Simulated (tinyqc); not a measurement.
# Internal loss and injection efficiency from two cavity lengths

Inverse problem. The differential efficiency of both facets obeys 1/eta_d = (1/eta)[1 + 2 ai Lc/ln(1/(R1 R2))]. Find eta and ai.

Inputs (values chosen for the exercise): front reflectance R1 = 0.05; back reflectance R2 = 0.3.

differential efficiency at Lc = 1000 and 2500 um: 0.63675977  0.42911406

Solution. 1/eta_d is linear in Lc: the intercept is 1/eta, and slope over intercept is 2 ai/ln(1/(R1 R2)).

eta = 0.940
ai = 10.0 1/cm

Program tinyqc, `OMP_NUM_THREADS=1 python tinyqc.py 2840015 2840016 out.jsonl`; Intel Xeon 2.30GHz, shared host, one thread, about 0.01 s.
